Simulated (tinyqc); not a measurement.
Valley-orbit splitting of a donor ground state, with strain: one step, computed by the program tinyqc.

The basis is the 1s envelope in each valley; energies are counted from the unstrained conduction-band edge. The strain is e_s (a a^T - 1/3) for the unit stress axis a, so valley j along n_j moves by Xi_u e_s w_j with w_j = (n_j.a)^2 - 1/3: +1/6 for x and y, -1/3 for z. The splitting at the zone boundary that a [110] shear adds for <100> valleys is left out.

Question. Levels without strain. By symmetry: E(A1) = E_0 + Lambda + 4 Delta_1 + Delta_2 (one state), E(T2) = E_0 + Lambda - Delta_2 (three), E(E) = E_0 + Lambda - 2 Delta_1 + Delta_2 (two), as binding energies.

Inputs (values chosen for the exercise, for a model many-valley semiconductor):

| quantity | value | unit |
|---|---|---|
| single-valley binding energy E_0 | 43 | meV |
| central-cell shift Lambda | 6.99 | meV |
| coupling Delta_1 | 3.99 | meV |
| coupling Delta_2 | 3.77 | meV |

Valleys: six along <100>. Stress axis: [110].

Give: E(A1); E(T2); E(E).

Answer.

E(A1) = 69.72 meV

E(T2) = 46.22 meV

E(E) = 45.78 meV

Only A1 has all valley amplitudes in phase, so only it has weight at the nucleus. Of the upper states T2 is bound more strongly, because Delta_1 is larger than Delta_2.
